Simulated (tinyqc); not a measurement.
Anisotropic elasticity and sound waves of a cubic crystal. Changing the C44. Computed by tinyqc, a small Python program. Command: `OMP_NUM_THREADS=1 python tinyqc.py 3006066 3006067 out.jsonl cubicelastic sweep`. One thread of a shared host (Intel(R) Xeon(R) Processor @ 2.30GHz), about 0.01 s of CPU time with the checks.

Voigt order 1..6 = xx, yy, zz, yz, xz, xy, with engineering shear strains. The rotated frame has x' as named, z' along the wafer normal and y' = z' x x'.

Inputs (values chosen for the exercise, for a model crystal):

| quantity | value | unit |
|---|---|---|
| C11 | 569 | GPa |
| C12 | 94.7 | GPa |
| expansion coefficient of the film | 22 | ppm/K |
| expansion coefficient of the substrate | 7.5 | ppm/K |
| cooling Delta T | 300 | K |

Frame: (001) wafer, x' along [210].

direction cosines a (rows x', y', z' in the cube axes):
```
            x         y         z
x'   0.894427  0.447214  0.000000
y'  -0.447214  0.894427  0.000000
z'   0.000000  0.000000  1.000000
```

Method:
- S11 = (C11 + C12)/D, S12 = -C12/D, D = (C11 - C12)(C11 + 2 C12), S44 = 1/C44. Zener ratio A = 2 C44/(C11 - C12); S0 = S11 - S12 - S44/2; H = 2 C44 + C12 - C11.
- C'_ijkl = C12 delta_ij delta_kl + C44 (delta_ik delta_jl + delta_il delta_jk) - H sum_m a_im a_jm a_km a_lm.
- Invert C' to S'. E along x' = 1/S'11, along y' = 1/S'22; Poisson ratios nu(x'y') = -S'12/S'11 and nu(x'z') = -S'13/S'11; in-plane shear modulus 1/S'66.
- On cooling, a thick substrate imposes eps_1 = eps_2 = (alpha_film - alpha_substrate) Delta T and eps_6 = 0; the free surface sets sigma_3 = sigma_4 = sigma_5 = 0, which fixes eps_3, eps_4, eps_5. Biaxial modulus M = (sigma_1 + sigma_2)/(2 eps); energy density M eps^2. Elastic response and constant coefficients are assumed.

One run for each value:

| C44 (GPa) | Zener ratio A | E along x' (GPa) | E along y' (GPa) | biaxial modulus M (GPa) | nu(x'y') | nu(x'z') |
|---|---|---|---|---|---|---|
| 71.1 | 0.2998 | 292.33 | 292.33 | 632.18 | 0.53758 | 0.07696 |
| 139.0 | 0.5861 | 430.76 | 430.76 | 632.18 | 0.31862 | 0.11340 |
| 195.0 | 0.8223 | 502.28 | 502.28 | 632.18 | 0.20548 | 0.13223 |
| 272.0 | 1.1470 | 568.62 | 568.62 | 632.18 | 0.10055 | 0.14970 |
| 381.0 | 1.6066 | 628.78 | 628.78 | 632.18 | 0.00537 | 0.16554 |
| 533.0 | 2.2475 | 679.99 | 679.99 | 632.18 | -0.07563 | 0.17902 |
| 746.0 | 3.1457 | 722.07 | 722.07 | 632.18 | -0.14220 | 0.19010 |
| 1040.0 | 4.3854 | 755.13 | 755.13 | 632.18 | -0.19450 | 0.19880 |

Give the missing row, C44 (GPa) = 99.5.

Computed row:
```
C44 (GPa)  Zener ratio A  E along x' (GPa)  E along y' (GPa)  biaxial modulus M (GPa)  nu(x'y')  nu(x'z')
99.5              0.4196            359.91            359.91                   632.18   0.43068   0.09475
```

Interpolating between the two neighbouring rows (the first column on a logarithmic scale, the others too where they are positive) misses most in nu(x'y'), by 4.0 %. Over the rows, Zener ratio A rises from 0.300 to 4.39 (exponent d ln y / d ln x about 1.0 throughout); E along x' (GPa) rises from 292 to 755 (exponent d ln y / d ln x 0.62 between the first rows and 0.13 between the last); E along y' (GPa) rises from 292 to 755 (exponent d ln y / d ln x 0.62 between the first rows and 0.13 between the last); biaxial modulus M (GPa) does not change. The exponent of biaxial modulus M stays at 0: a (001) film is not sheared in the cube frame. The crystal is isotropic at C44 = (C11 - C12)/2 = 237 GPa.

Caution (all rows): the thermal stress of this film exceeds 200 MPa, which can relax by slip, cracking or buckling in a real film.
